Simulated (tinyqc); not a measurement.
Worked calculation: k.p values derived from sp3s* tight binding at Gamma. Values are carried at full precision from step to step, so a last printed digit may differ when a step is redone from the rounded ones.

At Gamma the states are two-level mixtures: s-like S+ (upper) and S- (lower) from [[Esa, Vss], [Vss, Esc]], p-like P- (valence) and P+ from [[Epa, Vxx], [Vxx, Epc]], and the bare s* levels. With real k in 1/angstrom and kz = 0, the phase sums over the four bonds are g0 = 1 - (a k/4)^2/2, g1 = i a kx/4, g3 = -(a/4)^2 kx ky to second order. Each mixture is written (anion, cation) with the anion part positive. c = hbar^2/2m0. No spin-orbit coupling.

Constants: hbar^2/2m0 = 3.80998211 eV angstrom^2.

Parameters, chosen for this exercise (near a published set for GaSb, fitted to gaps, whose masses and valley positions are rough; the results hold for these values, not for the real material):
```
symbol  value   unit      meaning
Esa     -7.301  eV        s level of the anion
Esc     -3.896  eV        s level of the cation
Epa     0.857   eV        p level of the anion
Epc     2.927   eV        p level of the cation
Vss     -6.136  eV        s-s
Vxx     1.586   eV        px-px
a       6.099   angstrom  lattice constant
Vsapc   4.961   eV        s anion, p cation
Vscpa   4.653   eV        s cation, p anion
Vxapc   4.973   eV        s* anion, p cation
Vpaxc   4.219   eV        p anion, s* cation
Exa     6.615   eV        s* level of the anion
Exc     6.007   eV        s* level of the cation
Vxy     4.114   eV        px-py
```

## States at Gamma

Solve the two blocks.

States:
```
state     E (eV)  anion part  cation part
S-     -11.96631    0.796040     0.605244
P-      -0.00184    0.879349    -0.476178
S+       0.76931    0.605244    -0.796040
P+       3.78584    0.476178     0.879349
```

## Linear terms and the Kane energy

<s state|dH/dkx|x state> = i P with P = (a/4)(sa pc Vsapc + sc pa Vscpa), sa, sc and pa, pc being the parts of the two states; for s* on the anion P = (a/4) pc Vxapc, on the cation (a/4) pa Vpaxc. Ep = P^2/c for S+ to P-.

Couplings:
```
pair       P (eV angstrom)  E(first) - E(second) (eV)
S+ to P-          -7.14630                    0.77115
S+ to P+           1.33659                   -3.01653
S- to P-           0.90863                  -11.96447
s*a to P-         -3.61066                    6.61684
s*c to P-          5.65678                    6.00884
```

Ep = 13.404 eV

The two terms of S+ to P- have the same sign and add: S+ and P- both change sign from anion to cation. An on-site momentum element between s and p, which real atoms have, is absent from this model.

## Electron mass

m0/m = [<S+|d2H/dkx^2|S+>/2 + sum P^2/(E(S+) - E(P))]/c over P- and P+, with the direct term -(a/4)^2 sa sc Vss.

parts of m0/m: direct -1.804, from P- 17.382, from P+ -0.155

mass = 0.0648 m0

The valence band supplies 113 % of m0/m; the direct term, which stands in for the free-electron 1, is -1.80. Sets of this kind were fitted to gaps and often give too heavy a mass, by up to a factor of two.

## Valence parameters L, M, N and the Luttinger values

Direct terms d0 = -(a/4)^2 pa pc Vxx, dN = -2 (a/4)^2 pa pc Vxy for P-. F = sum P^2/(E(P-) - E(s)) over S+, S-, s*a, s*c. The y state of P- couples to the z state of P+ through Q = (a/4) Vxy (pa p'c - pc p'a), primes for P+, and H1 = Q^2/(E(P-) - E(P+)). L = d0 + F, M = d0 + H1, N = dN + F + H1; g1 = -(L + 2M)/(3c), g2 = -(L - M)/(6c), g3 = -N/(6c).

d0, dN, F, Q, H1 (eV angstrom^2; Q in eV angstrom): 1.5439  8.0098  -73.4520  6.2728  -10.3885

L, M, N (eV angstrom^2): -71.908  -8.845  -75.831

g1, g2, g3: 7.839  2.759  3.317

Along [100] the masses without spin-orbit coupling are c/|L| = 0.053 (one band) and c/|M| = 0.431 (two bands).

## Checks

- Electron mass against a finite difference of the full bands: 0.06484 against 0.06485.
- L and M against finite differences along [100]: largest relative difference 7.9e-05.
- Lowest curvature along [111], (L + 2M + 2N)/3, against a finite difference: -80.420 against -80.413.

(tinyqc, `OMP_NUM_THREADS=1 python tinyqc.py 1451528 1451529 out.jsonl`, Intel(R) Xeon(R) Processor @ 2.30GHz, 1 thread, shared host, about 0.01 s.)
